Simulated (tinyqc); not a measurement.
Plane-wave Kohn-Sham cycle with exchange-only LDA in a layered model solid, step by step. One step of it, computed by the program tinyqc.

Task: Iteration 1: potential. V_H(G) = 4 pi rho(G)/G^2 for G != 0 (uniform background); v_x = -(3 rho/pi)^(1/3); V = V_ext + V_H + v_x; Fourier components f(G_m) = (1/N) sum_j f(x_j) exp(-i G_m x_j).

A solid whose potential varies along x alone (atomic units):
```
parameter                      value
period a                   12.300000
cross-section of the cell  31.000000
electrons per cell                 4
grid points                       16
plane waves -n..n, n               3
k points                           3
V1 in V1 cos(2 pi x/a)     -0.290000
V2 in V2 cos(4 pi x/a)      0.050000
```

density at the start, on the grid x_j = j a/N (e/bohr^3): [0.01049043, 0.01049043, 0.01049043, 0.01049043, 0.01049043, 0.01049043, 0.01049043, 0.01049043, 0.01049043, 0.01049043, 0.01049043, 0.01049043, 0.01049043, 0.01049043, 0.01049043, 0.01049043]

Give: Potentials on the grid; V(G_m), m = 0, 1, 2, ....

Result:

Potentials on the grid (hartree):
```
x          V_ext     V_H      v_x        V
0.0000   -0.2400  0.0000  -0.2156  -0.4556
0.7688   -0.2326  0.0000  -0.2156  -0.4481
1.5375   -0.2051  0.0000  -0.2156  -0.4206
2.3062   -0.1463  0.0000  -0.2156  -0.3619
3.0750   -0.0500  0.0000  -0.2156  -0.2656
3.8438    0.0756  0.0000  -0.2156  -0.1399
4.6125    0.2051  0.0000  -0.2156  -0.0105
5.3812    0.3033  0.0000  -0.2156   0.0877
6.1500    0.3400  0.0000  -0.2156   0.1244
6.9188    0.3033  0.0000  -0.2156   0.0877
7.6875    0.2051  0.0000  -0.2156  -0.0105
8.4563    0.0756  0.0000  -0.2156  -0.1399
9.2250   -0.0500  0.0000  -0.2156  -0.2656
9.9938   -0.1463  0.0000  -0.2156  -0.3619
10.7625  -0.2051  0.0000  -0.2156  -0.4206
11.5312  -0.2326  0.0000  -0.2156  -0.4481
```

V(G_m), m = 0, 1, 2, ... (hartree): [-0.2156, -0.1450, 0.0250, 0.0000, 0.0000, 0.0000, 0.0000]
